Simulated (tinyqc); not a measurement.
From results back to parameters: three-band tight binding of a dichalcogenide monolayer. Four cases, with inputs chosen for the exercise.

Problem. In the three-band model the dz2 level is e1 + 6 t0 at Gamma and e1 - 3 t0 at K; without spin-orbit coupling the other levels are e2 + 3 s at Gamma (twofold) and e2 - 3s/2 -/+ 3 sqrt3 t12 at K, s = t11 + t22, t12 > 0. The levels below come from hidden values.

Find: e1, t0, e2, t11 + t22, t12.

Method. The dz2 levels differ by 9 t0. The level at Gamma lies 9s/2 above the mean of the two at K, whose splitting is 6 sqrt3 t12. t1, t2 and t11 - t22 need masses or other points.

Case 1.

dz2 levels (eV): Gamma -0.4280, K 1.1290

other levels (eV): Gamma 3.36600, K lower 0.02123, K upper 2.52577

Solution.

e1, t0, e2, t11 + t22, t12 (eV): 0.610  -0.173  1.971  0.465  0.241

Case 2.

dz2 levels (eV): Gamma -0.2270, K 1.5010

other levels (eV): Gamma 3.10000, K lower 0.03612, K upper 3.04988

Solution.

e1, t0, e2, t11 + t22, t12 (eV): 0.925  -0.192  2.062  0.346  0.290

Case 3.

dz2 levels (eV): Gamma -0.0950, K 1.7320

other levels (eV): Gamma 2.92000, K lower -0.09511, K upper 3.93711

Solution.

e1, t0, e2, t11 + t22, t12 (eV): 1.123  -0.203  2.254  0.222  0.388

Case 4.

dz2 levels (eV): Gamma -0.3200, K 1.5790

other levels (eV): Gamma 3.06600, K lower 0.01166, K upper 3.42034

Solution.

e1, t0, e2, t11 + t22, t12 (eV): 0.946  -0.211  2.166  0.300  0.328

Computed by tinyqc, one run a case: `OMP_NUM_THREADS=1 python tinyqc.py N N+1 out.jsonl` with N = 1450061, 1450181, 1450183, 1450227; one thread of a shared Intel(R) Xeon(R) Processor @ 2.30GHz, about 0.02 s a run at most.
